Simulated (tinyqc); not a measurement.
MOS inversion layer, Poisson-Schroedinger loop: one step of the calculation.

Electrons confined at an insulator interface at z = 0, treated as a hard wall; parabolic valleys, Hartree approximation, no image or exchange terms. The depletion charge lies far deeper than the electrons and gives a uniform field q Nd/(eps0 eps_r); the gate balances all charge. Energies are counted from the band edge at the interface.

Question. Density, output potential and mixing. n_i = sum_k N_k |psi_k|^2 (converted to cm^-3). Hartree part by Gauss: on the interval before node i the electrons still beyond are S_i = Ns - hz sum_(j<i) n_j, and U_i = U_(i-1) + q S_i hz/(eps0 eps_r) in eV, U_0 = 0 at the interface. Mixing: U(new) = U + a (U(out) - U).

Values chosen for this exercise; masses and permittivity close to those of silicon (111):
- eps_r = 11.5 (relative permittivity)
- Ns = 4.1e12 cm^-2 (sheet density of electrons)
- a = 1 (mixing factor)

Constants: q = 1.602176634e-19 C, eps0 = 8.8541878128e-14 F/cm where lengths are in cm. Results are converted to the units shown.

```
node  z (nm)  self-consistent potential U at the start (eV)  |psi|^2 of A1 (1/nm)  |psi|^2 of A2 (1/nm)
1       0.81                                              0            0.02138626            0.02294413
2       1.62                                              0            0.07390431            0.06928175
3       2.43                                              0            0.13246102            0.09646622
4       3.24                                              0            0.17443059            0.08267615
5       4.05                                              0            0.18896394            0.04177330
6       4.86                                              0            0.17752143            0.00674888
7       5.67                                              0            0.14897302            0.00295196
8       6.48                                              0            0.11378223            0.03325391
9       7.29                                              0            0.08011174            0.08135639
10       8.1                                              0            0.05247586            0.12519810
11      8.91                                              0            0.03219691            0.14915831
12      9.72                                              0            0.01859635            0.14892534
13     10.53                                              0            0.01014485            0.12946400
14     11.34                                              0            0.00523378            0.09989138
15     12.15                                              0            0.00254776            0.06885719
16     12.96                                              0            0.00115891            0.04210909
17     13.77                                              0            0.00047883            0.02216287
18     14.58                                              0            0.00016529            0.00918040
19     15.39                                              0            0.00003482            0.00216853
```

N_k (cm^-2): A1 3.0249245e12, A2 1.0750755e12

Give: n; U(out); U after round 1.

Answer.

```
node  n (1e18 cm^-3)  U(out) (eV)  U after round 1 (eV)
1             0.8936      0.05226               0.05226
2             2.9804      0.10359               0.10359
3             5.0439      0.15184               0.15184
4             6.1652      0.19489               0.19489
5             6.1651      0.23158               0.23158
6             5.4424      0.26190               0.26190
7             4.5381      0.28660               0.28660
8             3.7993      0.30661               0.30661
9             3.2980      0.32271               0.32271
10            2.9333      0.33540               0.33540
11            2.5775      0.34506               0.34506
12            2.1636      0.35206               0.35206
13            1.6987      0.35682               0.35682
14            1.2322      0.35984               0.35984
15            0.8173      0.36158               0.36158
16            0.4878      0.36247               0.36247
17            0.2528      0.36287               0.36287
18            0.1037      0.36300               0.36300
19            0.0244      0.36303               0.36303
```

Program tinyqc, `OMP_NUM_THREADS=1 python tinyqc.py 2160107 2160108 out.jsonl`; Intel Xeon 2.30GHz, shared host, one thread, about 0.7 s.
